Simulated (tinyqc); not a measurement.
A transmission-line measurement read back: specific resistance of a metal-semiconductor contact and its transmission-line measurement. Computed by tinyqc, a small Python program. Command: `OMP_NUM_THREADS=1 python tinyqc.py 3014526 3014527 out.jsonl contact walk`. One thread of a shared host (Intel(R) Xeon(R) Processor @ 2.30GHz), about 0.01 s of CPU time with the checks.

The barrier is parabolic (depletion approximation), energies E are normal energies counted from the band edge in the neutral semiconductor (downwards for holes), and the bias is zero. xi is an input, held fixed when other inputs move.

Inputs (values chosen for the exercise, modelled on n-type In0.53Ga0.47As):
```
quantity                                         value          unit
tunnelling mass m                                0.042           m_0
permittivity eps                                  13.9             -
Richardson constant A*                            4.88  A/(cm^2 K^2)
barrier height phi_B                              0.18            eV
doping N                                         2e+19        1/cm^3
Fermi level above the band edge in the bulk, xi   0.45            eV
temperature T                                      300             K
sheet resistance R_sh                              8.6           ohm
contact length d                                  0.74    micrometre
contact width W                                    3.4    micrometre
```

Image-force lowering: left out.

Constants: hbar = 1.054571817e-34 J s; eps_0 = 8.8541878128e-12 F/m; m_0 = 9.1093837015e-31 kg; k_B = 8.617333262e-05 eV/K; e = 1.602176634e-19 C.

Method:
- E_00 = (e hbar/2) sqrt(N/(eps eps_0 m)); band bending E_b = phi_B + xi; depletion width w = sqrt(2 eps eps_0 E_b/(e^2 N)).
- WKB transmission for E < E_b, with a = E/E_b: D = exp{-(E_b/E_00) [sqrt(1 - a) - a ln((1 + sqrt(1 - a))/sqrt(a))]}; D = 1 above.
- At zero bias 1/rho_c = (e A*/k_B^2) int D(E) f(E) dE, f = 1/(1 + exp((E - xi)/k_B T)); 200 Gauss-Legendre points from 0 to E_b, and k_B T ln(1 + exp((xi - E_b)/k_B T)) for the part above the barrier; the share of tunnelling is the part below.
- Transmission-line model: transfer length L_T = sqrt(rho_c/R_sh); R_c = (R_sh L_T/W) coth(d/L_T). Limits: rho_c/(W d) for d << L_T, sqrt(rho_c R_sh)/W for d >> L_T.
- Transmission-line model: transfer length L_T = sqrt(rho_c/R_sh); R_c = (R_sh L_T/W) coth(d/L_T). Two contacts a gap s apart give R = 2 R_c + R_sh s/W. A straight-line fit gives R_sh from the slope and R_c from the intercept; the simple reading takes L_x = R_c W/R_sh as the transfer length and rho_c = R_sh L_x^2.

R_c W = 4.70231 ohm micrometre

contact resistance R_c = 1.38303 ohm

specific contact resistance rho_c = 2.10340e-08 ohm cm^2

Resistances:
```
gap s (micrometre)  R (ohm)
0.55                  4.157
1.10                  5.548
2.20                  8.331
4.40                 13.895
8.70                 24.772
```

L_x = 0.54678 micrometre

rho_c by the simple reading = 2.5711e-08 ohm cm^2

simple reading over true value = 1.2224

The simple reading is 1.22 times too high, the factor coth^2(d/L_T): it holds only for d above about 2 L_T.
